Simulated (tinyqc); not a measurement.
Barrier and mass from two temperatures.

Problem. The saturation current of a Schottky diode is J0 = A* T^2 exp(-q phi/(kB T)) with a fixed barrier and A* = 4 pi q me m0 kB^2/h^3 (times 1e-4 for A/(cm^2 K^2)). Find phi, A* and me.

Constants: q = 1.602176634e-19 C, kB = 1.380649e-23 J/K, h = 6.62607015e-34 J s, m0 = 9.1093837015e-31 kg. Results are converted to the units shown.

J0 at 250 and 400 K (A/cm^2): 2.9553233e-4  1.9085135

Solution. The slope of ln(J0/T^2) against q/(kB T) is -phi and the intercept is ln A*.

phi = 0.450 eV
A* = 5.58 A/(cm^2 K^2)
me = 0.0464 m0

Numbers from tinyqc (`OMP_NUM_THREADS=1 python tinyqc.py 2640007 2640008 out.jsonl`; about 0.01 s on one thread of a shared Intel Xeon 2.30GHz).
